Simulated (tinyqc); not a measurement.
A particle near a wafer in liquid: double-layer and van der Waals forces (DLVO), deposition barrier and removal: one step, computed by the program tinyqc. Command: `OMP_NUM_THREADS=1 python tinyqc.py 3110711 3110712 out.jsonl dlvo walk`. One thread of a shared host (Intel(R) Xeon(R) Processor @ 2.30GHz), about 0.01 s of CPU time with the checks.

Sphere and flat wall, Derjaguin approximation, constant potentials in the linear-superposition form, no retardation and no hydration force.

Task: Energy and force at one gap. U(h) = Z R exp(-kappa h) - A R/(6 h); F(h) = -dU/dh = kappa Z R exp(-kappa h) - A R/(6 h^2), positive for repulsion.

Inputs (values chosen for the exercise, of the order of those for silica on silica in water):

| quantity | value | unit |
|---|---|---|
| particle radius R | 40 | nm |
| Hamaker constant A | 5.4e-21 | J |
| temperature T | 293 | K |
| gap h | 8.4 | nm |

Z = 5.939206 pN

kappa = 0.03280680 1/nm

Constants: k_B = 1.380649e-23 J/K.

Give: double-layer energy; van der Waals energy; U(h); F(h).

Result:

double-layer energy = 44.582 k_B T

van der Waals energy = -1.0594 k_B T

U(h) = 43.522 k_B T

F(h) = 5.4064 pN

Caution: kappa R is not large, so the Derjaguin approximation is only rough at gaps of the order of the Debye length. Caution: for kappa h below 1 linear superposition is only rough, and charge regulation matters.
